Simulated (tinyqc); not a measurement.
Froehlich polaron in a polar crystal: one step, computed by the program tinyqc.

One electron in a parabolic band of mass m*, coupled to dispersionless LO phonons in the continuum model. Energies are in units of hbar omega unless marked, wave numbers in k_0 = sqrt(2 m* omega/hbar).

Question. Second-order perturbation theory. At T = 0 and k < k_0: E(k) = (k/k_0)^2 - alpha arcsin(k/k_0)/(k/k_0); so E(0) = -alpha, 1/m_p = (1 - alpha/6)/m*, and the mean number of phonons in the cloud at k = 0 is alpha/2. The Lee-Low-Pines variational state gives the same E(0) and m_p = m* (1 + alpha/6).

Inputs (values chosen for the exercise, modelled on tin dioxide): LO phonon energy hbar omega = 74.5 meV; electron wave number k/k_0 = 0.2.

coupling constant alpha = 1.142196

Give: energy shift at k = 0; E(k); m*/m_p, second order; m_p/m*, Lee-Low-Pines; phonons in the cloud.

Answer.

energy shift at k = 0 = -85.09 meV

E(k) = -1.110 hbar omega

m*/m_p, second order = 0.8096

m_p/m*, Lee-Low-Pines = 1.190

phonons in the cloud = 0.5711
